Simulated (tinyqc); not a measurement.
# Trap density from two Hall measurements

Question. p-type body, charge-sheet picture, full ionisation (an idealisation for deep acceptors), Boltzmann statistics for free electrons. e = Ec - EF at the surface. psi = Eg - Vt ln(Nv/Na) - e; N_dep = sqrt(2 eps0 eps_r Na (psi - Vt)/q); n_f = sqrt(N_dep^2 + 2 eps0 eps_r Vt Nc exp(-e/Vt)/q) - N_dep; Vg = Vfb + psi + q (N_dep + n_t + n_f)/Cox, Cox = eps0 eox/tox. Find e and n_t at both points and the mean trap density between them.

Parameters, values chosen for the exercise; band and dielectric values close to those of 4H silicon carbide:
- T = 300 K (temperature)
- Eg = 3.27 eV (band gap)
- eps_r = 9.73 (relative permittivity)
- Nc = 1.71e19 cm^-3 (conduction-band density of states at T)
- Nv = 2.5e19 cm^-3 (valence-band density of states at T)
- eox = 3.9 (relative permittivity of the insulator)
- tox = 39 nm (insulator thickness)
- Na = 9.6e15 cm^-3 (acceptor density)
- Vfb = -1.96 V (flat-band voltage without trapped charge)

Constants: q = 1.602176634e-19 C, kB = 1.380649e-23 J/K, Vt = kB T/q, eps0 = 8.8541878128e-14 F/cm where lengths are in cm. Results are converted to the units shown.

Vg (V): [2.2570783, 3.4932188]
free sheet density from the Hall effect (cm^-2): [4.1779590e10, 4.5577615e11]

Answer. Each n_f fixes e; what the gate voltage holds beyond psi, N_dep and n_f is trapped; the difference quotient is the density, smeared over a few Vt.

e (eV): [0.119, 0.0490]
n_t (cm^-2): [1.11e11, 3.34e11]
mean trap density = 3.20e12 cm^-2 eV^-1

Numbers from tinyqc (`OMP_NUM_THREADS=1 python tinyqc.py 2222122 2222123 out.jsonl`; about 0.02 s on one thread of a shared Intel Xeon 2.30GHz).
